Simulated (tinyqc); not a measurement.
Electron mobility in a silicon inversion layer, empirical terms and Matthiessen rule: one step of the calculation.

Inversion layer of sheet density Ns on a uniformly doped body, under a high-permittivity gate with an interlayer. The mobility terms are empirical power laws with prefactors chosen for the exercise; adding their inverses (Matthiessen) is itself an approximation.

Question. Inversion density for the measured current. I = (W/L) q Ns mu Vd. E = q (Ndep + eta Ns)/(eps0 eps_r) in MV/cm. With t = T/(300 K): muC = Ac (Ns/1e12 cm^-2) t/(Nb/1e17 cm^-3 + Nit/1e11 cm^-2), muP = Ap E^(-1/3) t^(-1.75), muS = As E^(-gs), muR = Ar exp(2 ti/lr)/t; 1/mu is the sum of the inverses. Ns(new) = I/((W/L) q mu Vd).

Parameters, values chosen for the exercise; material values close to those of silicon:
- T = 400 K (temperature)
- eps_r = 11.7 (relative permittivity of the semiconductor)
- Nb = 6.1e17 cm^-3 (body doping)
- eta = 0.5 (weight of the inversion charge in the effective field)
- Ap = 414 cm^2/(V s) (phonon-limited mobility at 1 MV/cm and 300 K)
- As = 979 cm^2/(V s) (roughness-limited mobility at 1 MV/cm)
- gs = 2 (exponent of the roughness term)
- Ac = 1800 cm^2/(V s) (Coulomb prefactor)
- Nit = 2.3e11 cm^-2 (charge at the interface)
- Ar = 150 cm^2/(V s) (remote-phonon mobility without interlayer)
- ti = 0.8 nm (interlayer thickness)
- lr = 0.6 nm (decay length of remote phonons)
- WL = 20 (ratio W/L)
- Vd = 0.01 V (drain voltage)
- I = 13.7 uA (measured linear current)

Constants: q = 1.602176634e-19 C, eps0 = 8.8541878128e-14 F/cm where lengths are in cm. Results are converted to the units shown.

Ns at the start = 1.3e12 cm^-2
Ndep = 3.3809566e12 cm^-2

Give: E; mu; Ns after iteration 1.

Answer.

E = 0.62342 MV/cm
mu = 140.44 cm^2/(V s)
Ns after iteration 1 = 3.0444e12 cm^-2

tinyqc, about 0.01 s, one thread, Intel Xeon 2.30GHz (shared host): `OMP_NUM_THREADS=1 python tinyqc.py 2510087 2510088 out.jsonl`
